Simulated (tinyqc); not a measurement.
Self-heating of a transistor with one or more fingers, with temperature-dependent conductivity: one step, computed by the program tinyqc.

N long parallel fingers lie on the top face of a slab whose bottom is held at T_0; the top is otherwise insulated, and heat flows in two dimensions. P in W/mm is 1000 P in W/m.

Task: Extra rise from ballistic phonons. Near a source smaller than the free path, Fourier's law overstates the flow. Rough estimate: a strip that emits phonons into a half space adds a resistance times area of 4 Lambda/(3 kappa_0), from the ballistic flux C v Delta T/4 with kappa_0 = C v Lambda/3, so Delta T_b = 4 Lambda P/(3 kappa_0 w); Knudsen number Lambda/w.

Inputs (values chosen for the exercise, modelled on gallium nitride):
```
quantity                                      value        unit
conductivity at the base temperature kappa_0    145     W/(m K)
power per gate width P                          3.8        W/mm
width of the heat source w                     0.66  micrometre
phonon free path Lambda                         140          nm
```

Power: power rises with temperature.

largest theta = 56.85962 K

Give: Knudsen number; ballistic rise Delta T_b; Delta T_b / largest theta.

Result:

Knudsen number = 0.2121

ballistic rise Delta T_b = 7.412 K

Delta T_b / largest theta = 0.1304

By this estimate the ballistic term is at most a fifth of the Fourier rise.
